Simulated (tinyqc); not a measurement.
Scattering of inversion-layer electrons by surface optical phonons of the gate insulator (remote phonon scattering). Changing the mean distance of the electrons z0 = 3/b. Computed by tinyqc, a small Python program. Command: `OMP_NUM_THREADS=1 python tinyqc.py 3112101 3112102 out.jsonl sophonon sweep`. One thread of a shared host (Intel(R) Xeon(R) Processor @ 2.30GHz), about 0.02 s of CPU time with the checks.

One subband with the Fang-Howard envelope; insulator and channel are half-spaces, the gate is far away, and an interlayer only moves the polar surface away by t (its own modes and its permittivity contrast are left out).

Inputs (values chosen for the exercise, modelled on SiO2 on In0.53Ga0.47As):
```
quantity                                   value        unit
static constant of the insulator eps_0s     4.01           -
intermediate constant eps_i                 3.02           -
optical constant eps_inf                    2.53           -
hbar omega_TO1                              55.8         meV
hbar omega_TO2                               140         meV
constant of the channel eps_s               13.9           -
in-plane mass m                           0.0446         m_0
valleys g_v                                    1           -
sheet density n                          1.7e+12      1/cm^2
interlayer thickness t                         0          nm
temperature T                                300           K
electron energy E                             77         meV
mobility from other processes               1620  cm^2/(V s)
```

Screening by the channel electrons: none.

Constants: k_B = 8.617333262e-05 eV/K; hbar^2/(2 m_0) = 3.80998212 eV angstrom^2; e^2/(4 pi eps_0) = 14.39964548 eV angstrom; hbar = 6.582119569e-16 eV s; e = 1.602176634e-19 C; m_0 = 9.1093837015e-31 kg.

Method:
- eps(w) = eps_inf + (eps_0s - eps_i) w1^2/(w1^2 - w^2) + (eps_i - eps_inf) w2^2/(w2^2 - w^2). Surface modes solve eps(w) + eps_s = 0, a quadratic in w^2; the strength of a mode is g = 2/(w d eps/dw).
- Occupation N = 1/(exp(hbar w/(k_B T)) - 1).
- Density of states D = g_v m/(pi hbar^2); eta = E_F/(k_B T) = ln(exp(n/(D k_B T)) - 1); screening wave number q_s = e^2 D/(2 eps_0 eps_avg) x 1/(1 + exp(-eta)), eps_avg = (eps_s + eps_inf)/2; b = 3/z0.
- For a mode of strength g, without the occupation factor, Area x |M(q)|^2 = e^2 hbar w g/(2 eps_0 q) x (b/(b + q))^6 exp(-2 q t).
- Approximate momentum relaxation rate, taking tau v alike in the initial and final states: 1/tau = (m/(2 pi hbar^3)) sum over modes and over absorption (N, E' = E + hbar w) and emission (N + 1, E' = E - hbar w > 0) of [(1 - f(E'))/(1 - f(E))] int_0^(2 pi) Area |M(q)|^2 (1 - cos theta) d theta, q^2 = k^2 + k'^2 - 2 k k' cos theta, f the Fermi function; 48 midpoints in theta from 0 to pi.
- mu = (e/m) int tau E f (1 - f) dE/(k_B T int f dE), by 300 midpoints from 0 to (max(eta, 0) + 14) k_B T; Matthiessen sum with the other processes.

One run for each value; columns: (1) mean distance of the electrons z0 = 3/b (nm); (2) remote-phonon mobility (cm^2/(V s)); (3) loss of mobility (%); (4) tau at E (fs):
```
(1)         (2)     (3)    (4)
0.8  5.2531e+04  2.9916   1333
1.1  6.7768e+04  2.3347   1674
1.5  9.2893e+04  1.7141   2224
2.1  1.4267e+05  1.1228   3286
3.0  2.5083e+05  0.6417   5533
4.1  4.5304e+05  0.3563   9661
5.8  9.7094e+05  0.1666  20202
8.0  2.1675e+06  0.0747  44935
```

What does the table show?

Over the rows, remote-phonon mobility (cm^2/(V s)) rises from 52500 to 2.17e6 (exponent d ln y / d ln x 0.80 between the first rows and 2.5 between the last); loss of mobility (%) falls from 2.99 to 0.0747 (exponent d ln y / d ln x -0.78 between the first rows and -2.5 between the last); tau at E (fs) rises from 1330 to 44900 (exponent d ln y / d ln x 0.72 between the first rows and 2.5 between the last).

Caution (all rows): a relaxation time is only an approximation for inelastic scattering, and static or no screening brackets the true dynamic screening only roughly.
